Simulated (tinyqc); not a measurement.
Changing the surface concentration C_s: concentration-dependent dopant diffusion with charged defects and the built-in field. Computed by tinyqc, a small Python program. Command: `OMP_NUM_THREADS=1 python tinyqc.py 3002337 3002338 out.jsonl extrinsic sweep`. One thread of a shared host (Intel(R) Xeon(R) Processor @ 2.30GHz), about 0.7 s of CPU time with the checks.

A constant source C_s feeds a half space. The dopant moves through neutral point defects and through charged ones, whose number grows with the majority carrier density n.

Inputs (values chosen for the exercise, modelled on phosphorus in silicon):
```
quantity                        value    unit
neutral prefactor D0x            3.61  cm^2/s
neutral activation energy E0     3.67      eV
singly charged prefactor D01      4.3  cm^2/s
activation energy E1             4.01      eV
doubly charged prefactor D02     50.6  cm^2/s
activation energy E2             4.36      eV
junction level C_B            8.9e+16  1/cm^3
temperature T                    1150       C
time t                            590       s
```

Field enhancement: on.

Constants: k_B = 8.617333262e-05 eV/K.

Method:
- n_i = 3.87e16 T^1.5 exp(-7014/T) per cm^3 (T in kelvin, an empirical form); each D = prefactor x exp(-E/(k_B T)); the intrinsic diffusivity D_i is their sum.
- Temperatures in kelvin are T(C) + 273.15.
- n = C/2 + sqrt(C^2/4 + n_i^2); D(C) = h [Dx + D1 (n/n_i) + D2 (n/n_i)^2], h = 1 + C/sqrt(C^2 + 4 n_i^2).
- With y = x/sqrt(D_s t), u = C/C_s and q = -(D/D_s) du/dy: du/dy = -q D_s/D, dq/dy = -(y/2) q D_s/D, u(0) = 1. The surface flux q(0) is shot so that u tends to 0 (LSODA, an adaptive multistep solver, relative tolerance 1e-10). Dose Q = 2 q(0) C_s sqrt(D_s t).
- The junction lies where C = C_B.

One run for each value; columns: (1) surface concentration C_s (1/cm^3); (2) enhancement D_s/D_i; (3) junction depth x_j (nm); (4) dose Q (1/cm^2); (5) junction in units of sqrt(D_s t):
```
(1)          (2)     (3)         (4)     (5)
5.00e+17   1.019   297.6  8.8219e+12  1.8965
1.50e+18   1.058   418.7  2.6787e+13  2.6189
4.60e+18   1.182   525.6  8.5179e+13  3.1108
1.40e+19   1.569   631.2  2.8604e+14  3.2427
4.30e+19   2.823   761.3  1.0979e+15  2.9158
1.30e+20   9.698   990.6  5.3649e+15  2.0468
4.00e+20  68.897  1726.3  3.9985e+16  1.3382
```

Over the rows, enhancement D_s/D_i rises from 1.02 to 68.9 (exponent d ln y / d ln x 0.034 between the first rows and 1.7 between the last); junction depth x_j (nm) rises from 298 to 1730 (exponent d ln y / d ln x 0.31 between the first rows and 0.49 between the last); dose Q (1/cm^2) rises from 8.82e12 to 4.00e16 (exponent d ln y / d ln x 1.0 between the first rows and 1.8 between the last). At the low end the exponent of enhancement D_s/D_i is 0.03, close to 0: the intrinsic regime. At the low end the exponent of dose Q is 1.01, close to 1: the intrinsic, linear regime. In units of sqrt(D_s t), D_s = D(C_s), the junction is deepest, 3.24, at C_s = 1.4e19 among these rows and ends at 1.34: a larger C_s/C_B pushes it out along the tail, while the tail diffuses with D_i, ever further below D_s.

Caution (rows 4.30e19, 1.30e20, 4.00e20): at such concentrations dopants can cluster or exceed their solubility; the active fraction and the diffusivity then fall below the model. Caution (rows 1.30e20, 4.00e20): heavily doped phosphorus shows a kink and a deep tail, which this model leaves out.
